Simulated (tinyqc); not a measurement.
Worked calculation: critical temperature from a phonon spectrum: McMillan, Allen-Dynes and the linearised Eliashberg equation. Computed by tinyqc, a small Python program that keeps every step. Command: `OMP_NUM_THREADS=1 python tinyqc.py 3019804 3019805 out.jsonl eliashberg walk`. One thread of a shared host (Intel(R) Xeon(R) Processor @ 2.30GHz), about 0.01 s of CPU time with the checks. Intermediate numbers are printed to about 6 digits and carried at full precision; extremes and crossings named in words are read from the listed rows.

alpha^2 F(omega) = sum_i (lambda_i omega_i/2) delta(omega - omega_i), so that lambda = 2 int alpha^2 F/omega d omega = sum_i lambda_i.

Inputs (values chosen for the exercise, for a model metal):
```
quantity,value,unit
peak energy omega_1,49.2,meV
coupling lambda_1,1.45,-
peak energy omega_2,83.6,meV
coupling lambda_2,0.441,-
Coulomb pseudopotential mu*,0.15,-
trial temperature,104,K
Matsubara points N in the small matrix,4,-
```

Peaks in alpha^2 F: two.

Constants: k_B = 8.617333262e-05 eV/K.

## Moments of the spectrum

omega_log = exp(sum lambda_i ln omega_i / lambda); omega_rms = sqrt(sum lambda_i omega_i^2 / lambda).

lambda = 1.891

omega_log = 55.6749 meV

omega_rms = 59.0425 meV

## McMillan and Allen-Dynes

McMillan form: k_B T_c = (omega_log/1.2) exp[-1.04 (1 + lambda)/(lambda - mu* (1 + 0.62 lambda))]. Allen-Dynes multiplies it by f1 f2: f1 = [1 + (lambda/L1)^(3/2)]^(1/3), L1 = 2.46 (1 + 3.8 mu*); f2 = 1 + (omega_rms/omega_log - 1) lambda^2/(lambda^2 + L2^2), L2 = 1.82 (1 + 6.3 mu*) omega_rms/omega_log.

T_c, McMillan form = 78.8538 K

f1 = 1.10319

f2 = 1.01224

T_c, Allen-Dynes = 88.0553 K

The two corrections raise T_c by 11.7 %. Caution: for lambda above about 1.5 the plain McMillan form saturates and falls short. Caution: a phonon-mediated T_c this high is known only in hydrides under high pressure.

## The small kernel at the trial temperature

Linearised Eliashberg equation at omega_n = (2n + 1) pi k_B T, n = 0..N-1: lambda(j) = sum_i lambda_i omega_i^2/(omega_i^2 + (2 pi j k_B T)^2); K_mn = lambda(m - n) + lambda(m + n + 1) - 2 mu*(N) - delta_mn [2m + 1 + lambda(0) + 2 sum_(j=1..m) lambda(j)], with 1/mu*(N) = 1/mu* + ln(omega_rms/omega_N), omega_N = (2N + 1) pi k_B T. T_c is where the largest eigenvalue rho of K is zero.

lambda(j), j = 0, 1, ...: [1.89100, 0.93110, 0.38906, 0.20013, 0.11943, 0.07870, 0.05555, 0.04123]

mu*(N) = 0.191940

K:
```
,1,2,3,4
1,-0.4528,0.9363,0.2053,-0.0643
2,0.9363,-5.0459,0.6666,0.0839
3,0.2053,0.6666,-7.9455,0.6028
4,-0.0643,0.0839,0.6028,-10.3832
```

## Largest eigenvalue of the small kernel

K is the kernel of the linearised Eliashberg equation on the Matsubara points omega_n = (2n + 1) pi k_B T; T_c is where its largest eigenvalue rho is zero. Diagonalise K; at rho = 0 the eigenvector c is the gap function Delta_n/omega_n up to a factor; away from it Delta_n/Delta_0 = (2n + 1) c_n/c_0 is only an estimate.

largest eigenvalue rho = -0.254947

Delta_n/Delta_0: [1.00000, 0.60453, 0.22001, -0.01444]

rho < 0: in this small matrix the trial temperature lies above T_c.

## Critical temperature from the full kernel

N is the smallest integer at or above 8 omega_max/(2 pi k_B T_AD), omega_max the highest peak and T_AD the Allen-Dynes value.

N used = 15

T_c, Eliashberg = 85.6467 K

k_B T_c/omega_log = 0.132563

Allen-Dynes/Eliashberg = 1.02812

McMillan/Eliashberg = 0.920687

## Scaling the whole coupling

All lambda_i are multiplied by s. The last column is the large-lambda limit for mu* = 0, k_B T_c = 0.1827 omega_rms sqrt(lambda).

T_c (K):
```
s,lambda,McMillan,Allen-Dynes,Eliashberg,large-lambda limit
0.6,1.1346,43.089,45.493,43.231,133.337
0.8,1.5128,63.449,68.837,66.357,153.965
1.0,1.8910,78.854,88.055,85.647,172.138
1.3,2.4583,95.506,111.504,109.790,196.267
1.7,3.2147,110.360,136.638,136.373,224.440
2.3,4.3493,124.286,167.122,169.259,261.060
3.2,6.0512,136.310,204.290,209.305,307.929
```

McMillan/Eliashberg runs from 1.00 at lambda = 1.13 to 0.65 at 6.05: the exponential form levels off at large lambda, while the true T_c keeps rising (exponent 0.64 between the last rows, tending to 1/2). Allen-Dynes stays within about 5 % over the table. The last row reaches 68 % of the mu* = 0 limit; with mu* above zero T_c stays below that line at any lambda.

## Isotope exponent

T_c ~ M^(-a). All omega_i scale as M^(-1/2) at fixed lambda, but mu* = mu/(1 + mu ln(E_F/omega)) changes: d mu*/d ln omega = mu*^2. In the McMillan form a = (1/2) [1 - 1.04 (1 + lambda)(1 + 0.62 lambda) mu*^2/(lambda - mu* (1 + 0.62 lambda))^2].

isotope exponent a = 0.470003

The exponent is close to the BCS value 1/2.

Checks made by the program: one-point kernel at mu* = 0: rho = lambda(1) - 1 (relative difference below 1e-10); T_c against the Allen-Dynes fit (relative difference 3e-02).
